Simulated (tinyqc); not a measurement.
From results to parameters: two-site tight-binding chain. Computed by the program tinyqc.

Problem. A two-site chain has site energies +delta (A) and -delta (B) and hoppings t1 > t2 > 0, so E = +/- sqrt(delta^2 + |t1 + t2 exp(-ika)|^2). Find delta, t1 and t2.

upper band at k = 0 = 3.116617 eV
upper band at the zone edge = 1.096038 eV
weight of the upper band on site A at the zone edge = 0.851265

Solution. The weight on A is (1 + delta/E)/2, which gives delta; then t1 + t2 = sqrt(E(0)^2 - delta^2) and t1 - t2 = sqrt(E(edge)^2 - delta^2).

delta, t1, t2 (eV): 0.7700  1.9000  1.1200
